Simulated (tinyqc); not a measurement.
Physical sputtering: collision-cascade yield, angular dependence, faceting and resputtering in deposition. From one set of inputs to another, one input at a time. Computed by tinyqc, a small Python program. Command: `OMP_NUM_THREADS=1 python tinyqc.py 3006688 3006689 out.jsonl sputter ladder`. One thread of a shared host (Intel(R) Xeon(R) Processor @ 2.30GHz), about 0.01 s of CPU time with the checks.

Ions start collision cascades; atoms that reach the surface with more than U leave. The target is amorphous or fine-grained.

The inputs printed are set A. Set A is modelled on krypton ions on copper; the values taken over come from a set modelled on gallium ions on tantalum. Inputs not listed in the table keep their values of set A, so the rows need not describe a real material.

Inputs (values chosen for the exercise, modelled on krypton ions on copper):

| quantity | value | unit |
|---|---|---|
| ion Z1 | 36 | - |
| ion mass M1 | 83.8 | u |
| target Z2 | 29 | - |
| target mass M2 | 63.55 | u |
| surface binding energy U | 3.49 | eV |
| target density N | 84.9 | 1/nm^3 |
| fit factor Q | 0.95 | - |
| ion energy E | 89 | eV |
| current density J | 0.077 | mA/cm^2 |
| angular exponent f | 2.1 | - |
| angle of the largest yield | 55 | degrees |
| angle of incidence | 35 | degrees |

Constants: e = 1.602176634e-19 C.

Method:
- gamma = 4 M1 M2/(M1 + M2)^2; threshold E_th = 6.7 U/gamma for M1 >= M2, else U (1 + 5.7 M1/M2)/gamma. eps = 0.03255 M2 E/(Z1 Z2 (M1 + M2) z), z = (Z1^(2/3) + Z2^(2/3))^(1/2), E in eV; s_n = 3.441 sqrt(eps) ln(eps + 2.718)/(1 + 6.355 sqrt(eps) + eps (6.882 sqrt(eps) - 1.708)); S_n = 84.78 Z1 Z2 M1 s_n/((M1 + M2) z) in eV angstrom^2; alpha = 0.249 (M2/M1)^0.56 + 0.0035 (M2/M1)^1.5 for M1 <= M2, else 0.0875 (M2/M1)^(-0.15) + 0.165 M2/M1; Y0 = 0.042 Q alpha S_n/U [1 - sqrt(E_th/E)]^2.5 (the electronic-loss factor of the full formula is dropped).
- Erosion rate = Y0 J/(e N); 1 cm^2 = 1e14 nm^2.
- Angular law: Y/Y0 = t^f exp(-f cos(a_opt)(t - 1)), t = 1/cos(angle), largest at a_opt. A plane tilted by the angle recedes along the beam at a speed proportional to Y(angle), and along its own normal as Y cos(angle).

Each row keeps all changes above it:

| input moved | from | to | erosion rate (nm/min) | threshold E_th (eV) | normal speed relative to a flat surface |
|---|---|---|---|---|---|
| set A | - | - | 7.705e-01 | 23.83 | 0.9546 |
| angular exponent f | 2.1 | 1.7 | 7.705e-01 | 23.83 | 0.9272 |
| ion mass M1 (u) and ion Z1 | 83.8, 36 | 69.7, 31 | 8.020e-01 | 23.43 | 0.9272 |
| target mass M2 (u) and target Z2 and target density N (1/nm^3) and surface binding energy U (eV) | 63.55, 29, 84.9, 3.49 | 180.9, 73, 55.5, 8.1 | 4.844e-01 | 32.24 | 0.9272 |
| current density J (mA/cm^2) | 0.077 | 1.9 | 1.195e+01 | 32.24 | 0.9272 |
| fit factor Q | 0.95 | 0.55 | 6.921e+00 | 32.24 | 0.9272 |
| ion energy E (eV) | 89 | 3300 | 2.342e+02 | 32.24 | 0.9272 |

Erosion rate goes from 0.770 to 234, a factor 304 in all. The largest single move comes from ion energy E (a factor 33.8), and fit factor Q works against it (a factor 0.579). Threshold E_th goes from 23.8 to 32.2, a factor 1.35 in all. The largest single move comes from target mass M2 with target Z2 with target density N with surface binding energy U (a factor 1.38). Normal speed relative to a flat surface goes from 0.955 to 0.927, a factor 0.9713 in all. The largest single move comes from angular exponent f (a factor 0.9713). The single moves hold for this order of the switches; the total does not depend on the order.

Caution (rows set A, angular exponent f, ion mass M1, target mass M2, current density J, fit factor Q): within a few times the threshold, cascades are short and these fits are rough.

Extremes, crossings and ranges named in words are read from the listed rows.
